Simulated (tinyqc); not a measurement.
Wannier exciton and Elliott formula: sweeps and comparisons. A value that a table varies takes the place of the one given here.

Saha balance n^2/n_x = K = (mu kB T/(4 pi c))^(3/2) exp(-Ry*/kB T) with n + n_x = N, 1s excitons only, equal spin counts for excitons and free pairs; free share f = 2/(1 + sqrt(1 + 4N/K)); c = hbar^2/2m0, Ry* = Ry mu/eps^2, 1/mu = 1/me + 1/mh, 1/angstrom^3 = 1e24/cm^3.

Constants: hbar^2/2m0 = 3.80998211 eV angstrom^2; kB = 8.617333262e-05 eV/K; Ry = 13.60569312 eV.

Parameters, chosen for this exercise (near those of Ge at its direct gap; the results hold for these values, not for the real material): xs = (0.073, 0.15, 0.4, 1.9, 5.4, 16, 44, 150) ((E - Eg)/Ry*); me = 0.038 m0 (electron mass); mh = 0.115 m0 (hole mass); eps = 15.8 (dielectric constant); N = 0.014 x 1e16/cm^3 (density of pairs).

## Coulomb enhancement above the gap

Ry* = 1.5567 meV

With x = (E - Eg)/Ry* and y = pi/sqrt(x): S3 = y exp(y)/sinh(y), and S2 = exp(y)/cosh(y). Free-pair absorption goes as sqrt(x) in three dimensions and is constant in two.

Factors:
```
x        E - Eg (meV)  sqrt(x)      S3  S3 sqrt(x)     S2
0.073            0.11    0.270  23.255       6.283  2.000
0.15             0.23    0.387  16.223       6.283  2.000
0.40             0.62    0.632   9.935       6.283  2.000
1.9              2.96    1.378   4.607       6.350  1.979
5.4              8.41    2.324   2.898       6.734  1.875
16              24.91    4.000   1.983       7.932  1.656
44              68.49    6.633   1.547      10.264  1.441
1.5e+02        233.50   12.247   1.278      15.656  1.251
```

How do the results move?

In three dimensions the product tends to 2 pi = 6.283 at the edge (6.283 in the first row), so the square-root onset becomes a step. Even 234 meV above the gap the enhancement is 1.28; it decays only as 1 + pi/sqrt(x) = 1.26. In two dimensions it never exceeds 2 and has fallen to 1.25.

## Temperature

The balance at fixed N.

Ionisation:
```
T (K)  kB T/Ry*  K (1e16/cm^3)  free share
10        0.554        0.00605       0.476
20        1.107         0.0422       0.792
40        2.214          0.188       0.935
77        4.263          0.623       0.978
150       8.304           1.90       0.993
300      16.607           5.70       0.998
```

How do the results move?

Half the pairs are free between 10 and 20 K, where K passes N/2; kB T = Ry* falls at 18 K. The free share goes from 0.476 to 0.998. A lower density ionises at a lower temperature, since free pairs gain entropy.

Run: tinyqc, `OMP_NUM_THREADS=1 python tinyqc.py 1282106 1282107 out.jsonl`; Intel(R) Xeon(R) Processor @ 2.30GHz, one thread, shared host; about 0.01 s of CPU time with all checks.
